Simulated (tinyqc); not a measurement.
# Trench capacitor in an array: capacitance, non-linearity, leakage and relaxation, step by step

Program tinyqc, `OMP_NUM_THREADS=1 python tinyqc.py 2102167 2102168 out.jsonl`; Intel Xeon 2.30GHz, shared host, one thread, about 0.01 s. Printed values are rounded.

A film between two metal electrodes, each interface adding a series capacitance ci. The small-signal permittivity is ek (1 + aq E^2); the field is found with the linear permittivity. Leakage J = J0 sinh(E/Ef). After a voltage step the film passes a relaxation current kr C V tt^(-nr), tt being the time in seconds. The sidewall is a coaxial capacitor with radii a = dm/2 - t and b = dm/2, depth AR dm; the end face is left out.

Values chosen for this exercise; permittivity of the order of that of silicon nitride: relative permittivity of the film ek = 6.56; film thickness t = 7.3 nm; capacitance of each electrode interface (dead layer and screening) ci = 1000 uF/cm^2; quadratic field coefficient of the permittivity aq = 0.0033 cm^2/MV^2; bias V = 0.6 V; leakage prefactor J0 = 5.4e-10 A/cm^2; field for an e-fold rise of the leakage Ef = 0.5 MV/cm; diameter of the hole dm = 36 nm; aspect ratio, depth over diameter AR = 50; pitch of the square array pt = 70 nm; resistivity of the inner electrode rho = 180 uohm cm.

Constants: eps0 = 8.8541878128e-14 F/cm where lengths are in cm. Results are converted to the units shown.

## Planar capacitance, field and non-linearity

Planar film: Cf = eps0 ek/t, 1/C = 1/Cf + 2/ci, EOT = 3.9 eps0/C, effective permittivity C t/eps0, E = (V/t) C/Cf; quadratic coefficient [C(V)/C - 1]/V^2 with Cf (1 + aq E^2) in C(V).

Cf = 0.7956640 uF/cm^2
C = 0.7943998 uF/cm^2
EOT = 4.346845 nm
effective permittivity = 6.549577
E = 0.8206119 MV/cm
quadratic coefficient = 6163.040 ppm/V^2
J = 1.341290e-9 A/cm^2

The interfaces take 0.159 % of the voltage.

## Cell capacitance, fields and time constant

Per length 1/c = ln(b/a)/(2 pi eps0 ek) + (1/a + 1/b)/(2 pi ci); cell capacitance c AR dm; per footprint over pt^2; fields c V/(2 pi eps0 ek r) at r = a and b; resistance of the inner electrode rho AR dm/(pi a^2); time constant R C/3 of the distributed line.

a = 10.7 nm
b = 18 nm
cell capacitance = 1.260877 fF
capacitance per footprint = 25.73218 uF/cm^2
field at a = 1.076304 MV/cm
field at b = 0.6398032 MV/cm
R = 9.007984 kohm
R C/3 = 3.785985 ps

The array gives 32.4 times the planar capacitance per footprint; curvature makes the field at the inner electrode 1.31 times the planar value.
